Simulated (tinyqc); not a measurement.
## Gate sheet resistance from two finger widths

Question. At low frequency R = Rsh Wf/(3 L) + B/Wf, where B collects the channel and vertical terms. Find Rsh, B and the width of lowest R.

Values chosen for this exercise:
```
symbol  value  unit         meaning
L         1.2    um  channel length
```

input resistance of single fingers, contacted at one end, of width 0.93 and 8.3 um (ohm): [195.97672, 43.358969]

Solution. R Wf is a straight line in Wf^2; the minimum of R lies where both terms are equal.

Rsh = 9.400 ohm/square
B = 180.0 ohm um
width of lowest R = 8.303 um

Program tinyqc, `OMP_NUM_THREADS=1 python tinyqc.py 2262107 2262108 out.jsonl`; Intel Xeon 2.30GHz, shared host, one thread, about 0.01 s.
